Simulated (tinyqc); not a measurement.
Inside a calculation. Model: mobility of a non-polar semiconductor in the relaxation-time approximation. Computed by tinyqc, a small Python program that keeps every step. Command: `OMP_NUM_THREADS=1 python tinyqc.py 3007437 3007438 out.jsonl rta walk`. One thread of a shared host (Intel(R) Xeon(R) Processor @ 2.30GHz), about 0.01 s of CPU time with the checks. Intermediate numbers are printed to about 6 digits and carried at full precision; extremes and crossings named in words are read from the listed rows.

Each valley is treated as a sphere of mass m_d for states and rates, with one isotropic relaxation time; the conductivity mass m_c sets the current.

Inputs (values chosen for the exercise, modelled on electrons in germanium):

| quantity | value | unit |
|---|---|---|
| longitudinal mass m_l | 1.56 | m_0 |
| transverse mass m_t | 0.0843 | m_0 |
| equivalent valleys Z | 4 | - |
| static permittivity eps_s | 16 | - |
| density rho | 5323 | kg/m^3 |
| sound velocity v_l | 5400 | m/s |
| acoustic deformation potential D_A | 10 | eV |
| phonon energy hbar w | 33.4 | meV |
| optical or intervalley deformation potential D_o | 5.4 | 1e8 eV/cm |
| final valleys Z_f | 3 | - |
| carrier density n | 1.6e+19 | 1/cm^3 |
| compensation ratio C | 0 | - |
| temperature T | 150 | K |

Band: parabolic. Impurity formula: Brooks-Herring. Further scattering: none.

Constants: k_B = 8.617333262e-05 eV/K; m_0 = 9.1093837015e-31 kg; e = 1.602176634e-19 C; hbar = 1.054571817e-34 J s; eps_0 = 8.8541878128e-12 F/m; k_B = 1.380649e-23 J/K; hbar = 6.582119569e-16 eV s.

## Masses

m_d = (m_l m_t^2)^(1/3); 1/m_c = (1/m_l + 2/m_t)/3; Hall mass factor A = 3 K_m (K_m + 2)/(2 K_m + 1)^2, K_m = m_l/m_t; N_I = n (1 + C)/(1 - C).

density-of-states mass m_d = 0.222977 m_0

conductivity mass m_c = 0.123123 m_0

Hall mass factor A = 0.787905

ionised impurity density N_I = 1.60e+19 1/cm^3

## Fermi level and screening

Parabolic band: E = hbar^2 k^2/(2 m), speed v = hbar k/m, states per spin, volume and energy g(E) = m k/(2 pi^2 hbar^2). Here m = m_d. Masses are multiplied by m_0 and all formulas are in SI units. The reduced Fermi level eta = E_F/(k_B T) solves n = 2 Z int g f dE with f = 1/(1 + exp(x - eta)) (Z = 1 unless valleys are given); screening length L_s = sqrt(eps_s eps_0 k_B T/(e^2 dn/deta)), dn/deta = 2 Z int g f (1 - f) dE. Integrals over x = E/(k_B T) use 160 Gauss-Legendre points in u = sqrt(x) from 0 to sqrt(max(eta, 0) + 32).

reduced Fermi level eta = 2.88786

screening length L_s = 1.29897 nm

The gas is degenerate (eta > 2): L_s is longer than the Debye formula would give.

## Rates at a few energies

Phonon occupation N_q = 1/(exp(hbar w/(k_B T)) - 1). Acoustic deformation potential (elastic, equipartition, absorption and emission together): 1/tau = 2 pi k_B T D_A^2 g(E)/(hbar rho v_l^2). Optical or intervalley deformation potential: 1/tau = (pi Z_f D_o^2/(rho w)) [N_q g(E + hbar w) + (N_q + 1) g(E - hbar w)], with g = 0 below the band edge. Each optical term is multiplied by (1 - f(E'))/(1 - f(E)), E' the final energy, for Pauli blocking. Singly charged impurities, momentum relaxation: 1/tau = N_I e^4 m (1 + 2 alpha E) Phi/(8 pi (eps_s eps_0)^2 hbar^3 k^3), with alpha = 0 for a parabolic band. Brooks-Herring: Phi = ln(1 + b) - b/(1 + b), b = 4 k^2 L_s^2.

Rates (1e12/s) at E = (max(eta, 0) + 0.5, 1, 2, 4) k_B T:

| E (meV) | acoustic | optical | ionised impurity |
|---|---|---|---|
| 43.7914 | 0.95584 | 0.31831 | 10.3384 |
| 50.2544 | 1.02395 | 0.37490 | 9.7276 |
| 63.1804 | 1.14811 | 0.61027 | 8.6550 |
| 89.0324 | 1.36290 | 1.39205 | 7.0181 |

## Mobility for each process alone

mu = (m_d/m_c) (2 Z e/(3 n k_B T)) int g v^2 tau f (1 - f) dE. Averages over x are split at the emission threshold x_0 = hbar w/(k_B T): 64 Gauss-Legendre points in sqrt(x) below it and 128 in sqrt(x - x_0) above it, up to x = max(eta, 0) + 32.

acoustic mobility = 14217.7 cm^2/(V s)

optical mobility = 32120.7 cm^2/(V s)

ionised impurity mobility = 1551.37 cm^2/(V s)

## All processes together

Rates are added at each energy before the average. With <y> = int g v^2 y f (1 - f) dE: Hall factor r_H = A (3 n k_B T/(2 Z m_d)) <tau^2/(1 + 2 alpha E)>/<tau>^2 (alpha = 0 for a parabolic band); Hall mobility r_H mu; |S| = (k_B/e) (<x tau>/<tau> - eta); resistivity 1/(n e mu).

drift mobility mu = 1291.33 cm^2/(V s)

Hall factor r_H = 0.795491

Hall mobility = 1027.24 cm^2/(V s)

Seebeck coefficient |S| = 131.901 microvolt/K

resistivity = 3.02088e-04 ohm cm

Taking r_H = 1 in a Hall measurement would give a density 1.26 times the true one. Caution: above a few 1e18 per cm^3 the Born approximation, static screening and an unperturbed band are rough; measured mobilities are usually lower.

## Matthiessen's rule against the full average

Matthiessen's rule adds 1/mu of the separate processes.

Separate mobilities:

| process | mu (cm^2/(V s)) | share of the sum of 1/mu (%) |
|---|---|---|
| acoustic | 14217.7 | 9.4275 |
| optical | 32120.7 | 4.1729 |
| ionised impurity | 1551.4 | 86.3996 |

mobility by Matthiessen's rule = 1340.38 cm^2/(V s)

excess of Matthiessen's rule over the full mu = 3.79850 %

The rule gives 1340 against the full 1291, 3.8 % too high; it can only overestimate, since each separate average is carried by the energies where that process is weak. One process, ionised impurity, holds 86 % of the resistance, so the error is small.

Checks made by the program: n against 2 Z (m k_B T/2 pi hbar^2)^(3/2) (2/sqrt(pi)) F_1/2(eta) by adaptive quadrature (relative difference below 1e-10); acoustic mobility against its closed form in Fermi integrals (relative difference below 1e-10); the sum rule (2 Z/(3 k_B T)) int g v^2 (1 + 2 alpha E) f (1 - f) dE = n/m_d (relative difference below 1e-10).
